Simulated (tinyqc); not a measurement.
Epitaxial growth on a vicinal surface: Burton-Cabrera-Frank step flow, step-edge barrier and island nucleation: one step, computed by the program tinyqc.

Adatoms land at rate F, hop on a square grid (a simplification for hexagonal faces), desorb, or join steps. Lengths are in units of a and n is the adatom coverage. Steps ascend at x = 0 and descend at x = l.

Question. Step flow or islands. Island density on a flat surface without desorption: N = 0.25 (F/D)^(i/(i+2)) exp(E_i/((i+2) k_B T)) per site, with E_i = 0 for i = 1; spacing l_n = N^(-1/2). Step flow needs an effective width l_eff = 2 x(peak) below l_n. Temperatures in kelvin are T(C) + 273.15.

Inputs (values chosen for the exercise, close to those used for Si(111)): deposition rate F = 0.16 layers/s; temperature T = 730 C; critical nucleus size i = 1.

D = 3.750862e+07 a^2/s

position of the peak = 23.42324 a

Constants: k_B = 8.617333262e-05 eV/K.

Give: island density N on a flat surface; island spacing l_n; ratio l_eff/l_n.

Answer.

island density N on a flat surface = 4.0545e-04 per site

island spacing l_n = 49.663 a

ratio l_eff/l_n = 0.94329

The growth lies near the transition between step flow and nucleation. Caution: the prefactor 0.25 and the criterion are estimates, good to a factor of about two in length.
